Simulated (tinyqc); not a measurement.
BCS gap equation with a constant attraction inside the Debye window: one step, computed by the program tinyqc. Command: `OMP_NUM_THREADS=1 python tinyqc.py 3009193 3009194 out.jsonl bcs walk`. One thread of a shared host (Intel(R) Xeon(R) Processor @ 2.30GHz), about 0.01 s of CPU time with the checks.

Pairs attract with strength V for |xi| < k_B Theta; N(0) is the density of states for one spin. Energies are given as temperatures (E/k_B, in K) unless marked.

Question. Critical temperature. Gap equation: 1/(N(0)V) = I(Delta, T) = int_0^Theta tanh(E/2T)/E d xi, E = sqrt(xi^2 + Delta^2); 64 Gauss-Legendre points in y with xi = max(Delta, T) sinh(y). T_c solves I(0, T_c) = 1/(N(0)V); the weak-coupling form is T_c = (2 e^C/pi) Theta exp(-1/(N(0)V)) with Euler's C = 0.5772157, and 2 Delta_0/T_c then tends to 2 pi e^-C = 3.528.

Inputs (values chosen for the exercise, for a model metal): coupling N(0)V = 0.387; Debye temperature Theta = 426 K.

Solver: secant.

Delta_0 = 64.67144 K

Give: T_c; weak-coupling T_c; 2 Delta_0/T_c.

Answer.

T_c = 36.456 K

weak-coupling T_c = 36.456 K

2 Delta_0/T_c = 3.5480

T_c/Theta = 0.0856; the ratio lies +0.57 % from 3.528. Within this model the ratio cannot pass 4; larger values in real metals come from retardation, which it leaves out. Caution: at this coupling retardation and damping of the phonon exchange (Eliashberg theory) matter.
